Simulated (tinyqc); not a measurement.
## Trap density from the barrier height

Inverse problem. In a partly depleted grain with all boundary traps filled, 2 N W = Qt and VB = q N W^2/(2 eps0 eps_r). Find Qt, W and the doping at which VB would equal Vt.

Values chosen for this exercise: temperature T = 350 K; relative permittivity eps_r = 11.7.

Constants: q = 1.602176634e-19 C, kB = 1.380649e-23 J/K, Vt = kB T/q, eps0 = 8.8541878128e-14 F/cm where lengths are in cm. Results are converted to the units shown.

doping = 3e18 cm^-3
barrier height = 0.093053294 V

Solution. Eliminating W gives VB = q Qt^2/(8 eps0 eps_r N), which falls as 1/N.

Qt = 3.800e12 cm^-2
W = 6.333 nm
doping for VB = Vt = 9.256e18 cm^-3

Program tinyqc, `OMP_NUM_THREADS=1 python tinyqc.py 2830076 2830077 out.jsonl`; Intel Xeon 2.30GHz, shared host, one thread, about 0.01 s.
